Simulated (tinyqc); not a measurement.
Undoped gate-all-around wire MOSFET, analytic charge model: course of the iteration: charge at the source by substitution.

An undoped round wire of radius R under an insulator shell and a surrounding gate; long channel, electrons only, n = ni exp((psi - V)/Vt) with V the quasi-Fermi potential (0 at the source, Vd at the drain), constant mobility, no quantisation. The radial Poisson equation gives n(r) = n(0)/(1 - (1 - b) r^2/R^2)^2 with b = Q0/(Q + Q0). Q is the electron charge per area of the wire surface.

With V = 0: u = Vg - V0 - Q/Cox, then Q(new) = (Q0/2)[sqrt(1 + 4 exp(u/Vt)) - 1], the root of Vt ln[(Q/Q0)(1 + Q/Q0)] = u.

Stop when Q changes by less than 1e-8 nC/cm^2, or after 30 iterations.

Inputs (values chosen for the exercise):

| symbol | value | unit | meaning |
|---|---|---|---|
| T | 350 | K | temperature |
| Vg | 1.55 | V | gate voltage |

Constants: q = 1.602176634e-19 C, kB = 1.380649e-23 J/K, Vt = kB T/q. Results are converted to the units shown.

Q at the start = 0 nC/cm^2
Cox = 2.32558 uF/cm^2
Q0 = 462.884 nC/cm^2
V0 = 0.766210 V

Course of the iteration:
```
iteration  Q (nC/cm^2)  |change| (nC/cm^2)
1            2.03474e8              2.03e8
2                    0              2.03e8
3            2.03474e8              2.03e8
4                    0              2.03e8
5            2.03474e8              2.03e8
6                    0              2.03e8
7            2.03474e8              2.03e8
8                    0              2.03e8
9            2.03474e8              2.03e8
...                ...                 ...
22                   0              2.03e8
23           2.03474e8              2.03e8
24                   0              2.03e8
25           2.03474e8              2.03e8
26                   0              2.03e8
27           2.03474e8              2.03e8
28                   0              2.03e8
29           2.03474e8              2.03e8
30                   0              2.03e8
```

Did this iteration meet its convergence test, and what does its course show?

No. Not converged within 30 iterations. The value swings between 0 and 2.035e8 for good. At the solution, 1629 nC/cm^2, dQ(new)/dQ = -13.1: the semiconductor capacitance exceeds Cox, so substitution overshoots. A rerun with Newton steps on the same equation from Q = 46 nC/cm^2 converges in 5 iterations.

Range of the model: In a wire this thin, quantum confinement raises the threshold; it is left out. The surface density at the source passes 0.3 Nc, where Boltzmann statistics fail. mu V/L, with V the smaller of Vd and Vg - V0, passes 3e6 cm/s, so velocity saturation, left out here, would lower the current.

Program tinyqc, `OMP_NUM_THREADS=1 python tinyqc.py 2460130 2460131 out.jsonl`; Intel Xeon 2.30GHz, shared host, one thread, about 0.03 s.
